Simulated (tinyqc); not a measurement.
Worked calculation: five-level k.p model folded onto the conduction band. Values are carried at full precision from step to step, so a last printed digit may differ when a step is redone from the rounded ones.

Second-order sums for the lowest conduction level at E: 1/m = 1 + Cm + (Ep/3)(2/E + 1/(E + Dso)) - (Ep2/3)(2/(E7 + D2 - E) + 1/(E7 - E)); g/2 = 1 + Cg - (Ep/3)(1/E - 1/(E + Dso)) - (Ep2/3)(1/(E7 - E) - 1/(E7 + D2 - E)). E is counted from the top of the valence band; E = Eg at the edge.

Constants: hbar^2/2m0 = 3.80998211 eV angstrom^2.

Parameters, chosen for this exercise (near those of InAs; shifted at random, so the results belong to these values and not to a real crystal):
- Eg = 0.425 eV (gap at Gamma to the s-like level)
- Dso = 0.385 eV (spin-orbit splitting)
- Ep = 21.8 eV (Kane energy)
- E7 = 4.33 eV (upper Gamma7 conduction level, from the valence top)
- D2 = 0.17 eV (its spin-orbit splitting, Gamma8 above Gamma7)
- Ep2 = 6 eV (Kane energy to the upper levels)
- Cm = 0 (remote term in 1/m)
- Cg = 0 (remote term in g/2)
- k = 0.023 1/angstrom (wave vector along z)

## Mass and g factor term by term

Evaluate at E = Eg.

Terms:

| level | part of 1/m | part of g |
|---|---|---|
| free + remote | 1.0000 | 2.0000 |
| Gamma8 valence | 34.1961 | -34.1961 |
| Gamma7 valence | 8.9712 | 17.9424 |
| Gamma8 upper | -0.9816 | 0.9816 |
| Gamma7 upper | -0.5122 | -1.0243 |

m = 0.0234 m0
g = -14.296

The valence levels give 43.17 to 1/m and the upper levels take 1.49 away. In g the two valence terms nearly cancel when Dso is small against Eg; here Dso/Eg = 0.91 and they leave -16.254, the upper pair -0.043.

## The matrix at one k

For k along z and one spin sector the level c couples to four states. With c0 = hbar^2/2m0, P = sqrt(Ep c0), P2 = sqrt(Ep2 c0): diagonal Eg + (1 + Cm) c0 k^2 for c, and 0, -Dso, E7 + D2, E7 for lh, so, G8 up, G7 up (their own dispersion is left out); couplings of c: sqrt(2/3) P k to lh, sqrt(1/3) P k to so, sqrt(2/3) P2 k to G8 up, sqrt(1/3) P2 k to G7 up (phases chosen real).

Fill in the matrix.

H (eV), lower triangle:
```
             c  lh        so    G8 up    G7 up
c      0.42702
lh     0.17115   0
so     0.12102   0  -0.38500
G8 up  0.08979   0         0  4.50000
G7 up  0.06349   0         0        0  4.33000
```

## Exact folding onto c

Solve E = H_cc + S(E), S(E) = sum_j H_cj^2/(E - H_jj), from E = H_cc, by plain substitution and by Newton steps on E - H_cc - S(E). The weight of c in the state is Z = 1/(1 - dS/dE). The exact level is the third eigenvalue of H from below.

Iterates (eV):

| step | substitution | Newton |
|---|---|---|
| 0 | 0.42702 | 0.42702 |
| 1 | 0.51064 | 0.49766 |
| 2 | 0.49765 | 0.49919 |
| 3 | 0.49940 | 0.49919 |
| 4 | 0.49916 | 0.49919 |
| 5 | 0.49919 | 0.49919 |
| 6 | 0.49919 | 0.49919 |
| 7 | 0.49919 | 0.49919 |

exact level = 0.49919 eV
Z = 0.8795

Substitution multiplies the error by about dS/dE = 1 - 1/Z = -0.137 a step, so it alternates; after 7 steps it is off by 7.4e-08 eV, while Newton is within 1e-5 eV from step 2 on.

## Loewdin series

Expanding E = H_cc + S(E) about Eg in powers of k^2, with s_n = sum_j H_cj^2/(Eg - H_jj)^n: order k^2: e2 = (1 + Cm) c0 k^2 + s1; order k^4: e4 = -s2 e2; order k^6: e6 = s3 e2^2 + s2^2 e2.

Give each order and the partial sums, counted from Eg.

s1 (eV), s2 (no unit), s3 (1/eV); (1 + Cm) c0 k^2 is H_cc - Eg: 0.08399  0.18524  0.40894

e2, e4, e6 (eV): 0.08601  -0.01593  0.00598

partial sums (eV): 0.08601  0.07008  0.07605

The exact value is 0.07419 eV; the errors of the partial sums are +11.82, -4.12 and +1.86 meV.

## Checks

- Curvature of the exact level at small k against the sum for 1/m: 42.673 against 42.674.

tinyqc: `OMP_NUM_THREADS=1 python tinyqc.py 1081234 1081235 out.jsonl`; about 0.01 s, one thread, shared Intel(R) Xeon(R) Processor @ 2.30GHz.
